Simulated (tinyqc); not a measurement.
# Delay unit and parasitic delay from two ring oscillators

Problem. A ring of 11 inverters oscillates at 1/(2 x 11 d), with stage delay d = tau (h + p) for fan-out h. Find tau, p and the delay at fan-out 4.

frequencies of 11-stage ring oscillators with fan-out 2 and 5 (GHz): 4.0255899  2.0327236

Solution. d is a straight line in h with slope tau and intercept tau p.

tau = 3.690 ps
p = 1.060
delay at fan-out 4 = 18.67 ps

Computed by the program tinyqc: `OMP_NUM_THREADS=1 python tinyqc.py 2082164 2082165 out.jsonl`, one thread of a shared Intel Xeon 2.30GHz, about 0.01 s for the whole run.
